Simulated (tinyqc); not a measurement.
# Worked calculation: minority carriers and saturation current of a heavily doped emitter

Numbers from tinyqc (`OMP_NUM_THREADS=1 python tinyqc.py 2330015 2330016 out.jsonl`; about 0.01 s on one thread of a shared Intel Xeon 2.30GHz). Printed values are rounded.

n-type, parabolic bands, full ionisation. eta = (EF - Ec)/kB T solves N = Nc F12(eta), F12(x) = (2/sqrt(pi)) int_0^infinity sqrt(u)/(1 + exp(u - x)) du. The gap shrinks rigidly by dEg = a3 y^(1/3) + a4 y^(1/4) + a2 y^(1/2), y = N/1e18 cm^-3, an empirical law that is here taken as the true narrowing.

Parameters, values chosen for the exercise; band and dielectric values close to those of silicon:
- T = 300 K (temperature)
- Eg = 1.12 eV (band gap)
- Nc = 2.76e19 cm^-3 (conduction-band density of states at 300 K)
- Nv = 2.63e19 cm^-3 (valence-band density of states at 300 K)
- N = 1.1e19 cm^-3 (ionised donor density)
- a3 = 15.9 meV (coefficient of (N/1e18)^(1/3))
- a4 = 6 meV (coefficient of (N/1e18)^(1/4))
- a2 = 1.4 meV (coefficient of (N/1e18)^(1/2))
- mup = 140 cm^2/(V s) (minority-hole mobility)
- Cn = 1.7e-31 cm^6/s (Auger coefficient)
- ts = 0.33 us (defect lifetime)
- W = 1100 nm (emitter width)
- S = 2700 cm/s (recombination velocity at the contact)

Constants: q = 1.602176634e-19 C, kB = 1.380649e-23 J/K, Vt = kB T/q. Results are converted to the units shown.

Range of the model: Band tails, non-parabolic bands and incomplete ionisation are left out.

## Iteration 1: Fermi level

eta at the start (Boltzmann value) = -0.9199

Newton step on ln F12(eta) = ln(N/Nc): eta(new) = eta - ln(Nc F12/N) F12/Fm, Fm(x) = dF12/dx = (1/sqrt(pi)) int_0^infinity u^(-1/2)/(1 + exp(u - x)) du.

F12 = 0.3521192
Fm = 0.3134728
eta after iteration 1 = -0.7807643

## Course of the iteration

Stop when eta changes by less than 1e-9.

Course of the iteration:

| iteration | eta | change |
|---|---|---|
| 1 | -0.7807643 | 0.139 |
| 2 | -0.7797886 | 9.76e-4 |
| 3 | -0.7797885 | 5.05e-8 |
| 4 | -0.7797885 | 0 |

Converged in 4 iterations.

## Effective intrinsic density

converged eta = -0.7797885

ni = sqrt(Nc Nv) exp(-Eg/(2 Vt)), Eg in volts; degeneracy factor g = F12(eta) exp(-eta); nie^2 = ni^2 exp(dEg/kB T) g, p0 = nie^2/N; apparent narrowing dEg + kB T ln g.

ni = 1.054014e10 cm^-3
dEg = 50.93152 meV
g = 0.8692435
apparent narrowing = 47.30883 meV
nie = 2.631620e10 cm^-3
p0 = 62.95839 cm^-3

Narrowing multiplies p0 by 7.17 and degeneracy by 0.869.

## Saturation current

1/tau = Cn N^2 + 1/ts, D = mup Vt, L = sqrt(D tau); J0 = (q p0 D/L)(s + tanh(W/L))/(1 + s tanh(W/L)), s = S L/D; the share recombining inside is 1 - 1/[cosh(W/L)(1 + tanh(W/L)/s)].

tau = 42.37234 ns
L = 3916.087 nm
s = 0.2921419
J0 = 48.84744 fA/cm^2
share recombining inside = 50.34505 %

Bulk and contact share the loss.
